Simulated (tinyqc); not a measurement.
# MOS structure on a p-type body with a doping step, non-linear Poisson equation by Newton steps: what changes with what

One dimension, insulator interface at x = 0, acceptor density N1 for x < x1 and Na beyond, net doping C = -(acceptor density). psi is counted from the intrinsic level: n = ni exp((psi - Vb)/Vt), p = ni exp(-psi/Vt); deep in the body psi_b = -Vt ln(Na/ni). The gate acts through Cox = eps0 eox/tox and has the potential psi_G = Vg - (phiM - chi - Vt ln(Nc/ni)). Boltzmann statistics, full ionisation, classical densities, no oxide or interface charge.

Inputs (values chosen for the exercise); band and dielectric values close to those of silicon: temperature T = 350 K; band gap Eg = 1.1 eV; relative permittivity eps_r = 11.5; conduction-band density of states at T Nc = 3.53e19 cm^-3; valence-band density of states at T Nv = 3.33e19 cm^-3; electron affinity chi = 4.13 eV; acceptor density deep in the body Na = 2.8e16 cm^-3; relative permittivity of the gate insulator (close to silicon dioxide) eox = 3.9; insulator thickness tox = 8.1 nm; gate work function phiM = 4.23 eV; electron quasi-Fermi potential against the body Vb = 0 V; depth of the doping step x1 = 120 nm; acceptor density above the step N1 = 1.4e17 cm^-3.

Constants: q = 1.602176634e-19 C, kB = 1.380649e-23 J/K, Vt = kB T/q, eps0 = 8.8541878128e-14 F/cm where lengths are in cm. Results are converted to the units shown.

Each table varies one quantity; the others keep the values above.

## Charge and capacitance against gate voltage

ni = sqrt(Nc Nv) exp(-Eg/(2 Vt)), Eg in volts. The Poisson equation d/dx(eps0 eps_r dpsi/dx) = -q (p - n + C), with eps0 eps_r dpsi/dx = -Cox (psi_G - psi_0) at x = 0, is solved on a mesh of about 600 nodes or more. N_inv is the integral of n less its value deep in the body. C_LF = Cox (1 - dpsi_0/dVg) with all carriers following; C_HF is the same with the electron quasi-Fermi level shifting uniformly so that N_inv stays fixed. The centroid is that of the same excess.

Results:
```
Vg (V)  psi_0 - psi_b (V)  N_inv (cm^-2)  C_LF/Cox  C_HF/Cox  centroid (nm)
0.07                0.497         1.79e7     0.259     0.259           2.14
0.28                0.654         2.88e9     0.253     0.234           1.84
0.48                0.773        1.29e11     0.637     0.220           1.64
0.69                0.821        5.32e11     0.851     0.216           1.48
1.1                 0.861        1.50e12     0.931     0.215           1.25
1.31                0.874        2.02e12     0.945     0.215           1.17
```

Estimate the missing row, Vg = 0.89 V.

Computed row:
```
Vg (V)  psi_0 - psi_b (V)  N_inv (cm^-2)  C_LF/Cox  C_HF/Cox  centroid (nm)
0.89                0.844        9.91e11     0.906     0.215           1.36
```

With this row back in the table: N_inv goes from 1.79e7 to 2.02e12 cm^-2 and passes 2e11 cm^-2 at Vg = 0.524 V. Below threshold it takes 95.1 mV a decade between Vg = 0.07 and 0.28 V, against Vt ln 10 = 69.4 mV. C_LF/Cox is lowest, 0.253, at Vg = 0.28 V among the rows listed and ends at 0.945, while C_HF/Cox ends at 0.215. Between the last two rows q dN_inv/dVg is 0.932 Cox. Where the classical centroid is under about 2 nm, confinement would move the charge away from the interface and raise the threshold. Above about 2e12 cm^-2 degeneracy matters too.

## Effect of the depth of the doping step on threshold, swing and body effect

VT is the Vg at which N_inv = 2e11 cm^-2. m = 1/(dpsi_0/dVg) at N_inv = 1e8 cm^-2; the swing is the Vg between N_inv = 1e8 and 1e9 cm^-2; body coefficient [VT(Vb + 0.05 V) - VT(Vb)]/0.05 V - 1.

Effect of the depth of the doping step on threshold, swing and body effect:
```
x1 (nm)  VT (V)  psi_0 - psi_b at VT (V)  m - 1  swing (mV/decade)  body coefficient
30        0.374                    0.777  0.172               82.9             0.151
44        0.424                    0.781  0.192               84.0             0.159
65        0.485                    0.785  0.264               88.8             0.192
95        0.521                    0.787  0.328               94.2             0.282
140       0.525                    0.787  0.333               94.7             0.299
200       0.525                    0.787  0.334               94.7             0.299
300       0.525                    0.787  0.334               94.7             0.299
```

As x1 goes from 30 to 300, VT rises from 0.374 to 0.525 V, the swing rises from 82.9 to 94.7 mV/decade and the body coefficient rises from 0.151 to 0.299. The swing stays within 2.2 % of m Vt ln 10, and the body coefficient within 0.072 of m - 1.

Program tinyqc, `OMP_NUM_THREADS=1 python tinyqc.py 2080047 2080048 out.jsonl`; Intel Xeon 2.30GHz, shared host, one thread, about 0.4 s.
